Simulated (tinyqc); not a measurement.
Changing the lifetime tau: Haynes-Shockley experiment: drift, diffusion and decay of a minority-carrier pulse. Computed by tinyqc, a small Python program. Command: `OMP_NUM_THREADS=1 python tinyqc.py 3112783 3112784 out.jsonl haynes sweep`. One thread of a shared host (Intel(R) Xeon(R) Processor @ 2.30GHz), about 0.01 s of CPU time with the checks.

A thin sheet of excess carriers is made at x = 0, t = 0 in a long uniform bar; injection is low, so the pulse moves with the minority mobility.

Inputs (values chosen for the exercise, modelled on electrons in p-type germanium in a lightly doped bar):
```
quantity                       value        unit
minority mobility mu            3850  cm^2/(V s)
temperature T                    300           K
field F                          6.4        V/cm
distance d to the collector     0.28          cm
injected sheet density N0    1.3e+10      1/cm^2
```

Constants: k_B = 8.617333262e-05 eV/K.

Method:
- D = mu k_B T/e, v = mu F.
- Transit time d/v, diffusion length sqrt(D tau), drift length v tau, Peclet number v d/D = e F d/(k_B T).
- dn(x, t) = N0/sqrt(4 pi D t) exp(-(x - v t)^2/(4 D t) - t/tau).
- At fixed x the signal peaks where d ln(dn)/dt = 0: a t^2 + t/2 - x^2/(4 D) = 0 with a = v^2/(4 D) + 1/tau.
- The full width at half maximum is found by solving dn(x, t) = peak/2 on both sides of the peak.
- With w the full width at half maximum: mu = d/(F t_p); D = (w d)^2/(16 ln2 t_p^3); Einstein ratio D/mu against k_B T/e.

One run for each value:
```
lifetime tau (microsecond)  peak density (1/cm^3)  time of the peak t_p (microsecond)  error of mu (%)  error of D (%)
5.5                                    1.5110e+10                              10.596           7.2459          2.3391
11.0                                   4.0110e+10                              10.886           4.3902          2.4048
22.0                                   6.6017e+10                              11.040           2.9323          2.4398
85.0                                   9.5951e+10                              11.159           1.8380          2.4668
170.0                                  1.0247e+11                              11.180           1.6457          2.4716
330.0                                  1.0579e+11                              11.190           1.5523          2.4739
660.0                                  1.0760e+11                              11.195           1.5027          2.4752
```

Give the missing row, lifetime tau (microsecond) = 43.0.

Computed row:
```
lifetime tau (microsecond)  peak density (1/cm^3)  time of the peak t_p (microsecond)  error of mu (%)  error of D (%)
43.0                                   8.4423e+10                              11.118           2.2126          2.4575
```

Interpolating between the two neighbouring rows (the first column on a logarithmic scale, the others too where they are positive) misses most in peak density (1/cm^3), by 5.9 %. Over the rows, peak density (1/cm^3) rises from 1.51e10 to 1.08e11 (exponent d ln y / d ln x 1.4 between the first rows and 0.024 between the last); time of the peak t_p (microsecond) rises from 10.6 to 11.2 (exponent d ln y / d ln x 0.039 between the first rows and 7.1e-4 between the last); error of mu (%) falls from 7.25 to 1.50 (exponent d ln y / d ln x -0.72 between the first rows and -0.047 between the last). With a long lifetime the error of mu tends to the part from spreading alone; in the last row it is 1.50 %.

Extremes, crossings and ranges named in words are read from the listed rows.
